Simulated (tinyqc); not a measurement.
Inside a calculation. Model: biaxially strained (001) channel, valley splitting in an inversion layer.

Numbers from tinyqc (`OMP_NUM_THREADS=1 python tinyqc.py 2530053 2530054 out.jsonl`; about 0.02 s on one thread of a shared Intel Xeon 2.30GHz). Printed values are rounded.

A thin layer grown on a relaxed buffer is stretched in the plane. The two valleys with their long axis along the growth direction (D2) sink against the four in-plane ones (D4); confinement in a triangular well splits them too. Only the lowest subband of each set is kept; one relaxation time, so the weakening of intervalley scattering is left out.

Parameters, values chosen for the exercise; values close to those of silicon on relaxed silicon-germanium:
```
symbol,value,unit,meaning
T,300,K,temperature
x,0.24,,germanium share of the relaxed buffer
b1,0.0418,,lattice mismatch per unit x
c11,169,GPa,elastic constant
c12,65.1,GPa,elastic constant
Xu,8.86,eV,shear deformation potential
ml,0.941,m0,longitudinal mass
mt,0.191,m0,transverse mass
F,1.18,MV/cm,confining field
Ns,2.6e12,cm^-2,inversion density
```

Constants: q = 1.602176634e-19 C, kB = 1.380649e-23 J/K, hbar = 1.054571817e-34 J s, m0 = 9.1093837015e-31 kg, Vt = kB T/q, hbar^2/(2 m0) = 0.0380998212 eV nm^2. Results are converted to the units shown.

## Strain, stress and splitting

e_par = b1 x, e_perp = -2 (c12/c11) e_par, splitting D = Xu (e_par - e_perp), in-plane stress (c11 + c12 - 2 c12^2/c11) e_par.

e_par = 1.003200 %
e_perp = -0.7728795 %
D = 157.3606 meV
stress = 1.845347 GPa

## Subband edges and densities of states

Levels E(m) = 2.33811 (hbar^2 q^2 F^2/(2 m))^(1/3): E2 = E(ml), E4 = E(mt) + D; N2 = 2 mt kB T/(pi hbar^2), N4 = 4 sqrt(mt ml) kB T/(pi hbar^2).

E2 = 0.1931512 eV
E4 = 0.4860226 eV
N2 = 4.125292e12 cm^-2
N4 = 1.831314e13 cm^-2

Of the gap E4 - E2 = 293 meV, confinement gives 136 meV.

## Iteration 1: Fermi level by Newton steps

EF at the start = 0.193 eV

f = N2 ln(1 + exp((EF - E2)/Vt)) + N4 ln(1 + exp((EF - E4)/Vt)) - Ns, f' = [N2/(1 + exp((E2 - EF)/Vt)) + N4/(1 + exp((E4 - EF)/Vt))]/Vt, EF(new) = EF - f/f'.

f = 2.476083e11 cm^-2
f' = 7.956187e13 cm^-2/eV
EF after iteration 1 = 0.1898879 eV

## Iteration 2: Fermi level by Newton steps

As before.

f = 7.469111e9 cm^-2
f' = 7.476510e13 cm^-2/eV
EF after iteration 2 = 0.1897880 eV

## Course of the iteration: Fermi level by Newton steps

Stop when EF changes by less than 1e-10 eV, or after 40 iterations.

Course of the iteration:
```
iteration    EF (eV)  |change| (eV)
1          0.1898879        3.11e-3
2          0.1897880        9.99e-5
3          0.1897878        1.03e-7
4          0.1897878       1.09e-13
```

Converged in 4 iterations. At the end the number of correct digits about doubles with each step.

## Share of the light valleys and conductivity mass

EF = 0.1897878 eV

EF solves Ns = N2 ln(1 + exp((EF - E2)/Vt)) + N4 ln(1 + exp((EF - E4)/Vt)); f2 is the share in D2, and 1/mc = f2/mt + (1 - f2)(1/mt + 1/ml)/2.

f2 = 0.9999257
mc = 0.1910057 m0

Without strain f2 would be 0.969 and mc 0.193 m0, so repopulation alone gains 1.3 % in mobility.
